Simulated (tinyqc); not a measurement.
Comparisons within one model: temperature and isotope dependence of a band gap in oscillator models. A value that a table varies takes the place of the one given here.

E(T) = E0 - sum_i sl_i th_i n_i(T), n = 1/(exp(th/T) - 1). The same coupling lowers the gap at 0 K by the zero-point term ZP = sum_i sl_i th_i/2, so the gap of the static lattice is E0 + ZP. Thermal expansion is taken as part of the slopes.

Two-parameter forms are made to pass through the falls at the two temperatures T12: Varshni aV T^2/(T + bV), from the line T^2/fall = (T + bV)/aV; one oscillator s1 t1/(exp(t1/T) - 1), with t1 from the ratio of the falls.

Constants: kB = 8.617333262e-05 eV/K; hbar^2/2m0 = 3.80998211 eV angstrom^2.

Values chosen for the exercise (near those of GaN; the results hold for these values, not for the real material):
- E0 = 3.481 eV (gap at 0 K)
- th = (270, 752) K (temperatures of two oscillators)
- sl = (0.1077, 0.4593) meV/K (their high-temperature slopes)
- T12 = (490, 1160) K (temperatures of the fits)
- mm = 0.53 m0 (geometric mean of the density-of-states masses)
- T = 200 K (temperature)

## How far the fits carry

Falls of the gap from E0, and errors of the two fits against the model.

Results:
```
T (K)  fall (meV)  Varshni - model (meV)  one oscillator - model (meV)  fall/ZP
20           0.00                   0.36                          0.00    0.000
50           0.13                   2.04                         -0.13    0.001
100          2.28                   5.88                         -1.66    0.012
200         18.41                  10.81                         -2.83    0.098
300         50.59                   8.91                         -1.70    0.270
400         92.36                   4.24                         -0.64    0.493
600        189.21                  -4.01                          0.44    1.011
800        293.85                  -7.00                          0.64    1.569
```

Below the first fit point the largest errors are +10.81 meV (Varshni, 200 K, on a fall of 18.41 meV) and -2.83 meV (one oscillator, 200 K); a T^2 law cannot freeze out; a single oscillator misses the soft modes. No row lies well beyond the second fit point, so the table does not test extrapolation to high T. The thermal fall equals ZP between 400 and 600 K.

## What the shift does to the intrinsic density

ni = 2 (mm kT/(4 pi c))^(3/2) exp(-E/2kT), c = hbar^2/2m0, with E(T) and with E0; 1 angstrom^-3 = 1e24 cm^-3. Apparent gap from an Arrhenius plot of ni/T^(3/2): E(T) - T dE/dT, dE/dT = -sum sl_i (th_i/T)^2 n_i (1 + n_i).

Results:
```
T (K)  E(T) (eV)  ni (cm^-3)  ni with E(T) / ni with E0  apparent gap (eV)
200       3.4626    1.24e-25                      1.706             3.5128
250       3.4481    1.29e-16                      2.146             3.5293
300       3.4304    1.49e-10                      2.660             3.5443
350       3.4104    3.41e-06                      3.224             3.5572
400       3.3886     0.00670                      3.818             3.5681
500       3.3417         300                      5.036             3.5851
700       3.2401    7.49e+07                      7.368             3.6068
```

Using E0 in place of E(T) understates ni by a factor that rises from 1.71 to 7.37, towards exp(sum sl/2kB) = 26.8. The slope of an Arrhenius plot returns neither E(T) nor E0 but the intercept of the tangent, 3.5443 eV at 300 K, which lies 63 meV above E0 and tends to the static gap 3.6682 eV.

## What each parameter does

Gap at T, slope -sum sl_i (th_i/T)^2 n_i (1 + n_i) and ZP. Each row changes one parameter from the base and keeps the others.

Results:
```
case                       E(T) (eV)  dE/dT (meV/K)  ZP (meV)
base                          3.4626        -0.2512    187.24
T = 240 K                     3.4513        -0.3118    187.24
E0 = 3.491 eV                 3.4726        -0.2512    187.24
th = (270, 902) K             3.4662        -0.1978    221.68
sl = (0.14, 0.4593) meV/K     3.4595        -0.2790    191.60
```

The largest shifts from the base row, up to three for each result and ties (the steps differ in size, so this ranks the rows, not the parameters). E(T) (eV): T -0.0113, E0 +0.0100, th +0.0036. dE/dT (meV/K): T -0.0606, th +0.0534, sl -0.0278; unchanged at the printed digits by E0. ZP (meV): th +34.45, sl +4.36; unchanged at the printed digits by T and E0.

Run: tinyqc, `OMP_NUM_THREADS=1 python tinyqc.py 1850417 1850418 out.jsonl`; Intel(R) Xeon(R) Processor @ 2.30GHz, one thread, shared host; about 0.01 s of CPU time with all checks.
